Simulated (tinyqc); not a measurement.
Inside a calculation. Model: q-state Potts model on a small periodic square lattice: enumeration, Metropolis, heat-bath and Wolff steps. Computed by tinyqc, a small Python program that keeps every step. Command: `OMP_NUM_THREADS=1 python tinyqc.py 3113486 3113487 out.jsonl potts walk`. One thread of a shared host (Intel(R) Xeon(R) Processor @ 2.30GHz), about 0.1 s of CPU time with the checks. Intermediate numbers are printed to about 7 digits and carried at full precision; extremes and crossings named in words are read from the listed rows.

E = -J x (number of nearest-neighbour bonds with equal states); n x n sites with periodic edges have 2 n^2 bonds. Order parameter m = (q f - 1)/(q - 1), f being the largest share of one state. Sites are numbered row by row from 0. Here q = 4 and n = 3.

Inputs (values chosen for the exercise, for a model of domains or grain orientations):
```
quantity             value  unit
number of states q       4     -
edge n                   3     -
coupling J              27   meV
temperature T          287     K
seed                109113     -
```

Update: heat bath.

Constants: k_B = 8.617333262e-05 eV/K.

## Scales

K = J/(k_B T); the infinite square lattice orders at K_c = ln(1 + sqrt(q)); Wolff bond probability p = 1 - exp(-K).

K = 1.091714

K_c = 1.098612

T_c of the infinite lattice = 285.1980 K

p = 0.6643594

## Density of states

All q^(n^2) states are counted by their number b of equal bonds; weights g(b) exp(K b), K = J/(k_B T). Per site: u = -J <b>/n^2, c/k_B = K^2 (<b^2> - <b>^2)/n^2.

States by number of equal bonds:
```
b    g(b)   probability
0    1056  4.470414e-07
1    6048  7.628183e-06
2   26568  9.983750e-05
3   45360  5.078475e-04
4   63936  2.132707e-03
5   48384  4.808538e-03
6   34884  1.032911e-02
7   19872  1.753088e-02
8   10368  2.725101e-02
9    2784  2.180130e-02
10   2052  4.787579e-02
11    432  3.002948e-02
12    288  5.964610e-02
14    108  1.985474e-01
18      4  5.794319e-01
```

The most probable level has b = 18 of 18 bonds.

## Exact averages

ln Z = ln sum g(b) exp(K b); entropy per site s/k_B = (ln Z - K <b>)/n^2.

<b> = 15.36749

energy u = -46.10247 meV/site

heat capacity c = 1.642337 k_B/site

entropy s = 0.5339947 k_B/site

## Order parameter

The same sums with m: <m> and the Binder ratio U = 1 - <m^4>/(3 <m^2>^2).

<m> = 0.8694680

Binder ratio U = 0.6242904

## Eight single-site steps

start states:
```
   1  2  3
1  0  2  3
2  3  2  3
3  2  3  1
```

random numbers, one row a step:
```
        1       2       3
1  0.4665  0.8864  0.1557
2  0.6209  0.3936  0.3233
3  0.1972  0.3962  0.9887
4  0.3189  0.6232  0.4874
5  0.6179  0.7009  0.1931
6  0.2655  0.9565  0.0023
7  0.1338  0.2017  0.7813
8  0.8821  0.7114  0.3763
```

Site = floor(r1 n^2). State c is drawn with probability exp(K k_c)/sum exp(K k), k_c the number of neighbours in state c: the first c whose cumulative probability reaches r2; r3 is not used.

Steps:
```
site  old  neighbours in each state     P(old)     P(new)  new
4       2                   0 0 1 3  0.0948050  0.8415542    3
5       3                   0 1 0 3  0.8415542  0.8415542    3
1       2                   1 0 0 3  0.0318204  0.8415542    3
2       3                   1 1 0 2  0.5605583  0.5605583    3
5       3                   0 1 0 3  0.8415542  0.8415542    3
2       3                   1 1 0 2  0.5605583  0.5605583    3
1       3                   1 0 0 3  0.8415542  0.8415542    3
7       3                   0 1 1 2  0.5605583  0.5605583    3
```

states afterwards:
```
   1  2  3
1  0  3  3
2  3  3  3
3  2  3  1
```

## A longer run and its error bar

After 400 updates are discarded, b is recorded for 4000 sweeps of n^2 steps of the update named (random numbers not printed, so these rows are one sample). Records are averaged in blocks; the error is the scatter of block means over sqrt(number of blocks), and the last column its square over that for single records.

Blocking:
```
block length   mean b      error  variance ratio
1             15.4085  0.0547326        1.000000
4             15.4085  0.0875638        2.559513
16            15.4085  0.1132023        4.277784
40            15.4085  0.1237754        5.114191
100           15.4085  0.1334846        5.947995
```

The run gives 15.409 +/- 0.124 (blocks of 40) against the exact 15.367, a difference of 0.3 error bars. Single records understate the error by a factor of about 2.3, because successive records are correlated.

## Across the transition

m and U = 1 - <m^4>/(3 <m^2>^2) from the same sums; K = K_c T_c/T.

Exact values for this lattice:
```
T/T_c  share of equal bonds  c (k_B/site)        <m>          U
0.50              0.9990290      0.038739  0.9993347  0.6665458
0.70              0.9855281      0.326874  0.9892186  0.6642856
0.85              0.9455653      0.902652  0.9555156  0.6547981
0.95              0.8929697      1.406261  0.9071940  0.6385949
1.00              0.8584398      1.619626  0.8740391  0.6260983
1.10              0.7787046      1.828643  0.7945574  0.5916323
1.25              0.6591590      1.590379  0.6697863  0.5230879
1.50              0.5211333      0.869952  0.5193403  0.4149182
2.00              0.4058923      0.286266  0.3912092  0.3231742
3.00              0.3364312      0.082426  0.3175877  0.3012311
```

c is largest, 1.83 k_B, at T/T_c = 1.1: on so small a lattice the transition is a broad bump. At T_c the infinite lattice has a share (1 + 1/sqrt(q))/2 = 0.750 of equal bonds, against 0.858 here. <m> stays at 0.32 at 3 T_c, since the largest share among 9 sites always exceeds 1/q on average.

Checks made by the program: number of states (relative difference below 1e-10).
